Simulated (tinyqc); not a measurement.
# Changing the misalignment of the mask

Model: anisotropic wet etching of Si(100): plane rates, V-grooves, membranes and undercut. Computed by tinyqc, a small Python program. Command: `OMP_NUM_THREADS=1 python tinyqc.py 3021353 3021354 out.jsonl wetetch sweep`. One thread of a shared host (Intel(R) Xeon(R) Processor @ 2.30GHz), about 0.01 s of CPU time with the checks.

A long slot opens the mask on a (100) wafer. The floor etches at R100; (111) walls stand at theta = arctan(sqrt2) = 54.7356 degrees to the surface and recede at R111 along their normal.

Inputs (values chosen for the exercise, close to those used for potassium hydroxide solutions): prefactor k0 of the (100) rate = 5.3e+08 um/min; activation energy of (100), E = 0.6 eV; ratio (100)/(111) at 80 C = 170; extra energy of (111), dE = 0.061 eV; ratio (100)/oxide at 80 C = 190; extra energy of the oxide, dE_ox = 0.21 eV; corner undercut rate over (100) rate, c = 2.3; bath temperature T = 60 C; width w (mask opening along <110>, or membrane width in the design step) = 420 um; etch time t = 160 min; wafer thickness d = 525 um; membrane thickness wanted = 37 um.

Constants: k_B = 8.617333262e-05 eV/K.

Method:
- R100 = k0 exp(-E/(k_B T)); a ratio given at 80 C scales as exp[(extra energy/k_B)(1/T - 1/353.15 K)]; R111 and R_ox follow by division.
- Temperatures in kelvin are T(C) + 273.15.
- A misaligned edge exposes ledges and adds R100 sin(misalignment) to the lateral rate (a simple estimate): u = R111/sin(theta) + R100 sin(misalignment). Top width W = w + 2 u t; floor width b = W - 2 z/tan(theta) = W - sqrt2 z. The floor lasts until b = 0, at t_V = w/(sqrt2 R100 - 2u); depth z = R100 t before t_V and W/sqrt2 after.
- Etch depth d - membrane, time = depth/R100; for a membrane as wide as w the opening must be w + sqrt2 depth - 2 u time; oxide mask consumed R_ox x time; a 1 K error changes the depth by the fraction E/(k_B T^2); a convex mask corner, such as that of a mesa, would retreat by c x depth.

One run for each value:
```
misalignment of the mask (degrees)  lateral rate u (um/min)  top width W (um)  opening needed (um)
0.0                                                0.002838            420.91               1103.9
0.1                                                0.003614            421.16               1102.2
0.2                                                0.004389            421.40               1100.5
0.5                                                0.006715            422.15               1095.4
1.0                                                0.010592            423.39               1086.9
1.5                                                0.014469            424.63               1078.4
2.0                                                0.018344            425.87               1069.8
3.0                                                0.026091            428.35               1052.8
5.0                                                0.041562            433.30               1018.8
```

Over the rows, lateral rate u (um/min) rises from 0.00284 to 0.0416; top width W (um) rises from 421 to 433; opening needed (um) falls from 1100 to 1020. Misalignment matters once sin(angle) reaches R111/(R100 sin theta), so a high anisotropy demands tight alignment.

Caution (all rows): rates also depend on concentration, doping, additives and stirring, all held fixed here.
